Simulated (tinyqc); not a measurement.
# Kinetics of strain relaxation and threading dislocations in mismatched semiconductor layers, step by step

A worked calculation. Computed by tinyqc, a small Python program that keeps every step. Command: `OMP_NUM_THREADS=1 python tinyqc.py 3002420 3002421 out.jsonl threading walk`. One thread of a shared host (Intel(R) Xeon(R) Processor @ 2.30GHz), about 0.01 s of CPU time with the checks. Intermediate numbers are printed to about 6 digits and carried at full precision; extremes and crossings named in words are read from the listed rows.

60-degree dislocations on {111} planes of a (001) layer, isotropic elasticity. The Schmid factor is 1/sqrt(6), and a misfit segment relieves strain with b/2.

Inputs (values chosen for the exercise, modelled on Ge on Si):

| quantity | value | unit |
|---|---|---|
| misfit f | 0.0418 | - |
| shear modulus G | 57.5 | GPa |
| Poisson ratio nu | 0.26 | - |
| Burgers vector b | 4 | angstrom |
| glide activation energy Q | 1.54 | eV |
| velocity prefactor v0 | 24000 | m/s per MPa |
| layer thickness h | 17 | nm |
| anneal temperature T | 572 | K |
| anneal time t | 2100 | s |
| initial thread density rho_0 | 1.9e+07 | 1/cm^2 |
| multiplication constant delta | 19000 | 1/m |
| grading rate (misfit per thickness) R_f | 0.003 | 1/micrometre |
| growth temperature of the buffer T_g | 776 | K |
| growth rate R_g | 0.27 | nm/s |
| reaction radius r_A | 59 | nm |
| final thickness of a thick uniform layer H | 1.7 | micrometre |
| aspect ratio of a trench | 1.3 | - |

Sources: fixed density of threads.

Constants: k_B = 8.617333262e-05 eV/K.

## Excess stress and glide velocity at the start

Excess resolved stress tau = (1/sqrt 6) [2 G (1 + nu)/(1 - nu)] (e - e_eq), e_eq = b (1 - nu/4) [ln(h/b) + 1]/(4 pi (1 + nu) h), the Matthews-Blakeslee strain of an uncapped layer; glide velocity v = v0 tau exp(-Q/(k_B T)), tau in MPa.

equilibrium strain e_eq = 0.00659919

excess stress tau = 2813.93 MPa

mobility v/tau = 6.48004e-10 m/s per MPa

initial velocity = 1.82344 micrometre/s

The layer carries 6.3 times its equilibrium strain. In the anneal time a thread would run 3800 micrometre at this speed. Caution: at stresses above about 1 GPa the linear velocity law understates glide, as stress lowers the kink barrier. Caution: at such misfit the layer islands and relaxes during the first nanometres, so a uniform strained start is an idealisation.

## Relaxation in the anneal

Threads run in two directions, so de/dt = -(b/4) rho v, with rho fixed. With x = e - e_eq, x0 = f - e_eq (fully strained at t = 0) and v = m S x (m the mobility, S x = tau): x = x0 exp(-t/t_r), t_r = 4/(b rho_0 m S). The half time is that at which x = x0/2.

strain left e = 0.0110550

share of the excess strain relieved = 87.3418 %

thread density = 1.90e+07 1/cm^2

half time = 704.260 s

Most of the excess strain is gone. The misfit lines laid down are 0.0065 micrometre apart. Caution: blocking of threads by crossing misfit lines, left out here, leaves real layers with more strain.

## Anneal temperature

The formulas are those given above.

After the time t:

| T (K) | first velocity (micrometre/s) | relieved (%) | threads (1/cm^2) | half time (s) |
|---|---|---|---|---|
| 484 | 6.22110e-03 | 0.7027 | 1.90e+07 | 2.06423e+05 |
| 500 | 2.02772e-02 | 2.2722 | 1.90e+07 | 6.33310e+04 |
| 519 | 7.50360e-02 | 8.1536 | 1.90e+07 | 1.71141e+04 |
| 535 | 2.10136e-01 | 21.1946 | 1.90e+07 | 6.11117e+03 |
| 553 | 6.23304e-01 | 50.6638 | 1.90e+07 | 2.06027e+03 |
| 565 | 1.23818e+00 | 75.4258 | 1.90e+07 | 1.03715e+03 |
| 582 | 3.11910e+00 | 97.0856 | 1.90e+07 | 4.11714e+02 |
| 609 | 1.21691e+01 | 99.9999 | 1.90e+07 | 1.05528e+02 |

The half time follows exp(Q/(k_B T)), a decade for each 39 K near 553 K. Relief goes from 21 % at 535 K to 75.4 % at 565 K: with a fixed density the onset is gradual, and more threads relax the layer sooner. Caution: rows with more than 50 % relieved leave out blocking by crossing misfit lines, which slows real layers.

## Graded buffer

In steady grading, strain is fed at R_f R_g and relieved at (b/4) rho v. As a glide-limited estimate, the driving stress is taken as the mean stress of the strained top zone, whose depth z solves R_f z/2 = e_eq(z), with strain R_f z at the surface; tau_g = S R_f z/2 is its mean; then rho = 4 R_f R_g/(b m tau_g), m = v0 exp(-Q/(k_B T_g)), S = (1/sqrt 6) 2 G (1 + nu)/(1 - nu), e_eq(z) = b (1 - nu/4) [ln(z/b) + 1]/(4 pi (1 + nu) z).

depth z of the strained zone = 349.880 nm

stress tau_g = 41.9538 MPa

thread density of the buffer = 8074.66 1/cm^2

buffer thickness f/R_f = 13.9333 micrometre

Raising T_g by 50 K would lower this density by a factor 4.0: fast glide lets few threads do the work. Caution: real buffers seldom go below 1e5 /cm^2, as pile-ups and nucleation take over; this value is a lower bound.

## Thick uniform layer and trapping in a trench

A separate case, a thick relaxed layer. Pair reactions during growth: d rho/dh = -K rho^2 with K = 2 r_A tan(psi) and threads inclined by psi = 45 degrees (the <110> lines of {111} planes), so rho = 1/(K H) for a layer that starts with far more threads than that, as highly mismatched layers do. In a trench along [110] a thread on {111} rises at 54.74 degrees across the width, and leaves through the wall below the height w tan(54.74 degrees) = sqrt(2) w; the share of threads, evenly spread over the floor, that reach the top is max(0, 1 - a/sqrt 2) for the aspect ratio a.

thread density at H = 4.98504e+08 1/cm^2

share that reaches the top = 0.0807612

The trench is too shallow to trap all. Thickness alone needs 850 micrometre for 1e6 /cm^2.

Checks made by the program: strain against numerical integration (relative difference below 1e-10).
